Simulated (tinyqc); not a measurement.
From a target level to the width: finite square well with mass mismatch (envelope functions). Three cases, with inputs chosen for the exercise.

Problem. Which width L gives the lowest level below?

A square well of width L and depth V0, mass mw inside and mb outside, energies from the bottom of the well, c = hbar^2/2m0. k = sqrt(mw E/c), kappa = sqrt(mb (V0 - E)/c). psi and psi'/m are continuous at the walls (BenDaniel-Duke), so level n solves k L + 2 atan[(k/mw)/(kappa/mb)] = n pi.

Constants: hbar^2/2m0 = 3.80998211 eV angstrom^2.

Find: k; kappa; the arctangent; L.

Method. E1 fixes k and kappa, so L = (pi - 2 atan[(k/mw)/(kappa/mb)])/k.

Case 1.

Values chosen (out of a larger set: near those of a GaAs well in AlGaAs; not measured data): V0 = 0.219 eV (barrier height); mw = 0.0689 m0 (mass in the well); mb = 0.0894 m0 (mass in the barrier).

E1 = 0.011449 eV

Solution.

k = 0.01439 1/angstrom
kappa = 0.06979 1/angstrom
the arctangent = 0.2614 rad
L = 182 angstrom

Case 2.

Values chosen (out of a larger set: near those of the light valleys of a Si film in HfO2; not measured data): V0 = 1.447 eV (barrier height); mw = 0.195 m0 (mass in the well); mb = 0.175 m0 (mass in the barrier).

E1 = 0.031701 eV

Solution.

k = 0.04028 1/angstrom
kappa = 0.25497 1/angstrom
the arctangent = 0.1408 rad
L = 71 angstrom

Case 3.

Values chosen (out of a larger set: near those of the light valleys of a Si film in SiO2; not measured data): V0 = 3.115 eV (barrier height); mw = 0.185 m0 (mass in the well); mb = 0.521 m0 (mass in the barrier).

E1 = 0.171414 eV

Solution.

k = 0.09123 1/angstrom
kappa = 0.63445 1/angstrom
the arctangent = 0.3848 rad
L = 26 angstrom

Computed by tinyqc, one run a case: `OMP_NUM_THREADS=1 python tinyqc.py N N+1 out.jsonl` with N = 1252227, 1252284, 1252320; one thread of a shared Intel(R) Xeon(R) Processor @ 2.30GHz, about 0.01 s a run at most.
